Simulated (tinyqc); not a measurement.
Inside a calculation. Method: extended Hueckel theory, for BeH2. One step of it, computed by the program tinyqc.

Question. Mulliken analysis. P = C n C^T; charge = valence electrons (Be 2, H 1) minus the sum of (P S)_ii on the atom; overlap population = 2 sum P_ij S_ij between two atoms.

coefficients:
```
              MO1        MO2        MO3       MO4        MO5        MO6
1Be 2s   0.431613   0.000000   0.000000  0.000000   1.187740   0.000000
1Be 2px  0.000000   0.000000  -0.535280  0.844675   0.000000   0.000000
1Be 2py  0.000000   0.310858   0.000000  0.000000   0.000000   1.515445
1Be 2pz  0.000000   0.000000   0.844675  0.535280   0.000000   0.000000
2H 1s    0.471964   0.531843   0.000000  0.000000  -0.745501  -0.972252
3H 1s    0.471964  -0.531843   0.000000  0.000000  -0.745501   0.972252
```

occupations: 2.000000  2.000000  0.000000  0.000000  0.000000  0.000000

overlap S:
```
           1Be 2s   1Be 2px    1Be 2py   1Be 2pz     2H 1s      3H 1s
1Be 2s   1.000000  0.000000   0.000000  0.000000  0.437852   0.437852
1Be 2px  0.000000  1.000000   0.000000  0.000000  0.000000   0.000000
1Be 2py  0.000000  0.000000   1.000000  0.000000  0.532544  -0.532544
1Be 2pz  0.000000  0.000000   0.000000  1.000000  0.000000   0.000000
2H 1s    0.437852  0.000000   0.532544  0.000000  1.000000   0.025671
3H 1s    0.437852  0.000000  -0.532544  0.000000  0.025671   1.000000
```

Give: charges; Overlap populations.

Answer.

charges: 1Be 0.7252, 2H -0.3626, 3H -0.3626

Overlap populations:
```
pair      value
2-1    0.708949
3-1    0.708949
3-2   -0.006172
```
